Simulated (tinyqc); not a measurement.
# Worked calculation: one-sided p+-n junction, ionisation integral and breakdown

Program tinyqc, `OMP_NUM_THREADS=1 python tinyqc.py 2120117 2120118 out.jsonl`; Intel Xeon 2.30GHz, shared host, one thread, about 0.07 s. Printed values are rounded.

A p+ layer at x < 0 and an n drift layer from x = 0. Depletion approximation, built-in voltage neglected. Local ionisation coefficients alpha_n = an exp(-(bn/E)^mx), alpha_p = ap exp(-(bp/E)^mx). Electrons move towards +x, holes towards x = 0.

Parameters, values chosen for the exercise; material values close to those of silicon: relative permittivity eps_r = 11.5; prefactor of the electron ionisation coefficient an = 7.27e5 1/cm; field constant for electrons bn = 1.28e6 V/cm; prefactor of the hole ionisation coefficient ap = 1.69e6 1/cm; field constant for holes bp = 2e6 V/cm; exponent mx = 1; donor density of the drift layer N = 2.3e14 cm^-3; reverse voltage V = 607 V; share of the depleted width that the grid covers fr = 0.6.

Constants: q = 1.602176634e-19 C, eps0 = 8.8541878128e-14 F/cm where lengths are in cm. Results are converted to the units shown.

## Field and ionisation coefficients on a grid

W = sqrt(2 eps0 eps_r V/(q N)), peak field E0 = q N W/(eps0 eps_r), falling linearly to 0 at W. Grid: 12 equal steps from 0 to fr W.

W = 57.9180 um

```
point   x (um)  E (kV/cm)  alpha_n (1/cm)  alpha_p (1/cm)
0       0.0000    209.607         1619.72         121.336
1       2.8959    199.126         1174.51         73.4325
2       5.7918    188.646         821.792         42.0296
3       8.6877    178.166         551.344         22.5274
4      11.5836    167.685         351.897         11.1690
5      14.4795    157.205         211.547         5.04299
6      17.3754    146.725         118.257         2.03250
7      20.2713    136.244         60.4488        0.712292
8      23.1672    125.764         27.6297        0.209599
9      26.0631    115.284         10.9533       0.0493771
10     28.9590    104.803         3.60864      0.00871143
11     31.8549    94.3230        0.928944      0.00104526
12     34.7508    83.8427        0.170332      7.38142e-5
```

## Ionisation integrals by the trapezoid rule

G(x) = integral from 0 to x of (alpha_n - alpha_p); I_n = integral of alpha_n exp(-G) (electrons injected at x = 0), I_p = integral of alpha_p exp(G(end) - G) (holes injected at the far edge); M = 1/(1 - I). All integrals by the trapezoid rule on the grid.

```
point        G  alpha_n exp(-G) (1/cm)
0      0.00000                 1619.72
1      0.37639                  806.11
2      0.64872                  429.56
3      0.83820                  238.45
4      0.96411                  134.19
5      1.04334                   74.52
6      1.09007                   39.76
7      1.11555                   19.81
8      1.12817                    8.94
9      1.13372                    3.53
10     1.13582                    1.16
11     1.13647                    0.30
12     1.13663                    0.05
```

I_n = 0.743147
I_p = 0.135202
M_n = 3.89328
M_p = 1.15634

A grid of 1500 steps over the whole width gives I_n = 0.7166 and I_p = 0.1260; the coarse I_n is 3.7 % above and the coarse I_p 7.3 % above those values. Electrons multiply more: on this coarse grid M - 1 is 18.5 times as large for them.

## Breakdown voltage by secant steps

G(x) = integral from 0 to x of (alpha_n - alpha_p); I_n = integral of alpha_n exp(-G) (electrons injected at x = 0), I_p = integral of alpha_p exp(G(end) - G) (holes injected at the far edge); M = 1/(1 - I). Secant steps on ln I_n(V) = 0 with the integrals on a fine grid (1500 steps), from the points V = 557 and 673 V; stop when the step is below 1e-7 of V.

Course of the iteration:
```
step    V (V)       I_n  change of V (V)
1         673  0.871482             39.2
2     712.179  0.944700             27.6
3     739.807  0.987590             7.77
4     747.578  0.998410             1.13
5     748.713  0.999946           0.0397
6     748.752   1.00000          1.81e-4
7     748.753   1.00000          2.78e-8
```

Breakdown at 748.75 V, with a peak field of 232.8 kV/cm and W = 64.33 um. The integral for holes reaches 1 at the same voltage.
